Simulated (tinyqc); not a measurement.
Layer against dose: implant damage, amorphisation by cascade overlap, and solid-phase epitaxial regrowth. Computed by tinyqc, a small Python program. Command: `OMP_NUM_THREADS=1 python tinyqc.py 3112401 3112402 out.jsonl sper walk`. One thread of a shared host (Intel(R) Xeon(R) Processor @ 2.30GHz), about 0.01 s of CPU time with the checks.

Range and width of the damage are inputs. Dynamic annealing enters only through the surviving share f.

Inputs (values chosen for the exercise, modelled on phosphorus ions in silicon):
```
quantity                           value    unit
atomic density N                    49.9  1/nm^3
ion Z1                                15       -
ion mass M1                           31       u
target Z2                             14       -
target mass M2                     28.09       u
ion energy E                          14     keV
displacement energy E_d               14      eV
depth of the damage peak R_d          11      nm
width of the damage profile s_d      5.2      nm
share of defects that survive f     0.55       -
critical displaced share x_c        0.12       -
dose Q                           2.9e+14  1/cm^2
```

Constants: a_0 = 0.529177210903 angstrom; e^2/(4 pi eps_0) = 14.39964548 eV angstrom.

Method. Robinson partition: eps = E a M2/(Z1 Z2 (e^2/(4 pi eps_0)) (M1 + M2)), a = 0.8853 a_0/sqrt(Z1^(2/3) + Z2^(2/3)); k = 0.0793 Z1^(2/3) Z2^(1/2) (M1 + M2)^(3/2)/((Z1^(2/3) + Z2^(2/3))^(3/4) M1^(3/2) M2^(1/2)); damage energy T_d = E/(1 + k (eps + 0.40244 eps^(3/4) + 3.4008 eps^(1/6))); displacements nu = 0.8 T_d/(2 E_d). Displaced share x(z) = f nu Q exp(-(z - R_d)^2/(2 s_d^2))/(sqrt(2 pi) s_d N); the layer is amorphous where x > x_c, between R_d -/+ s_d sqrt(2 ln(x_max/x_c)), the upper edge being cut at the surface. Threshold dose Q_c = Q x_c/x_max.

threshold dose Q_c = 5.15763e+13 1/cm^2

displacements per ion nu = 275.145

Dose series; the last column is f nu Q erfc((z2 - R_d)/(sqrt2 s_d))/2:
```
Q (1/cm^2)   x_max  upper edge (nm)  lower edge (nm)  displaced atoms beyond z2 (1/cm^2)
5.67e+13    0.1319           8.7368           13.263                          2.8461e+15
7.74e+13    0.1801           6.3147           15.685                          2.1527e+15
1.29e+14    0.3001           3.9588           18.041                          1.7151e+15
2.06e+14    0.4793           2.3461           19.654                          1.4974e+15
3.61e+14    0.8399           0.7418           21.258                          1.3255e+15
6.19e+14    1.4402           0.0000           22.593                          1.2079e+15
1.29e+15    3.0014           0.0000           24.195                          1.0899e+15
2.58e+15    6.0028           0.0000           25.546                          1.0059e+15
```

What follows from these numbers?

A dose 46 times larger moves the lower edge from 13.3 to 25.5 nm, as the root of a logarithm, and the damage beyond it falls by a factor 2.8, since the edge lies on an ever steeper tail. The layer reaches the surface at Q_c exp(R_d^2/(2 s_d^2)) = 4.83e14 per cm^2.
